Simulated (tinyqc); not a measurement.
Born-von Karman spring model of a cubic crystal with one atom per cell. Changing the transverse spring k1T. Computed by tinyqc, a small Python program. Command: `OMP_NUM_THREADS=1 python tinyqc.py 3016584 3016585 out.jsonl springs sweep`. One thread of a shared host (Intel(R) Xeon(R) Processor @ 2.30GHz), about 0.2 s of CPU time with the checks.

First neighbours lie at a/2 (1,1,1) (8 of them), second at a (1,0,0) (6), with all permutations and signs; the volume per atom is Omega = a^3/2. Two shells of springs match a real metal only roughly, above all at the zone boundary.

Inputs (values chosen for the exercise, modelled on iron):
```
quantity               value           unit
lattice constant a      2.87       angstrom
atomic mass M          55.85              u
radial spring k1L       3.46  eV/angstrom^2
radial spring k2L       0.99  eV/angstrom^2
transverse spring k2T  0.017  eV/angstrom^2
```

Lattice: bcc.

Constants: 1 eV/angstrom^3 = 160.2176634 GPa; nu for 1 eV/(angstrom^2 u) = 15.6333042 THz.

Method:
- [ij,kl] = (1/(2 Omega)) sum_R K_ij R_k R_l; C11 = [xx,xx], C44 = [xx,yy], C12 = 2 [xy,xy] - C44; B = (C11 + 2 C12)/3; Zener ratio A = 2 C44/(C11 - C12). K(R) = kL n n^T + kT (1 - n n^T).
- A neighbour at R with unit vector n couples by the matrix K(R) = kL n n^T + kT (1 - n n^T), and D(q) = (1/M) sum_R K(R) [1 - cos(q.R)].
- An eigenvalue lambda of D in eV/(angstrom^2 u) gives nu = 15.6333042 THz x sqrt(lambda).
- Take the highest frequency at H = (1, 0, 0) (2 pi/a).

One run for each value; columns: (1) transverse spring k1T (eV/angstrom^2); (2) C12 (GPa); (3) C44 (GPa); (4) bulk modulus B (GPa); (5) Zener ratio A; (6) highest frequency at H (THz):
```
(1)       (2)     (3)     (4)     (5)     (6)
-0.42  189.40   99.41  195.61  10.663   7.820
-0.14  147.71  120.25  174.77   2.963   8.615
0.00   126.87  130.67  164.35   2.324   8.986
0.14   106.03  141.09  153.93   1.964   9.343
0.28    85.19  151.51  143.51   1.732   9.686
0.42    64.35  161.93  133.09   1.570  10.018
0.55    44.99  171.61  123.41   1.459  10.316
0.69    24.15  182.03  112.99   1.366  10.628
```

Give the missing row, transverse spring k1T (eV/angstrom^2) = -0.28.

Computed row; columns: (1) transverse spring k1T (eV/angstrom^2); (2) C12 (GPa); (3) C44 (GPa); (4) bulk modulus B (GPa); (5) Zener ratio A; (6) highest frequency at H (THz):
```
(1)       (2)     (3)     (4)    (5)    (6)
-0.28  168.55  109.83  185.19  4.401  8.227
```

Interpolating between the two neighbouring rows (linearly) misses most in Zener ratio A, by 55 %. Over the rows, C12 (GPa) falls from 189 to 24.2; C44 (GPa) rises from 99.4 to 182; bulk modulus B (GPa) falls from 196 to 113. The Cauchy pressure C12 - C44 falls linearly, from 90.0 to -158 GPa.

Extremes, crossings and ranges named in words are read from the listed rows.
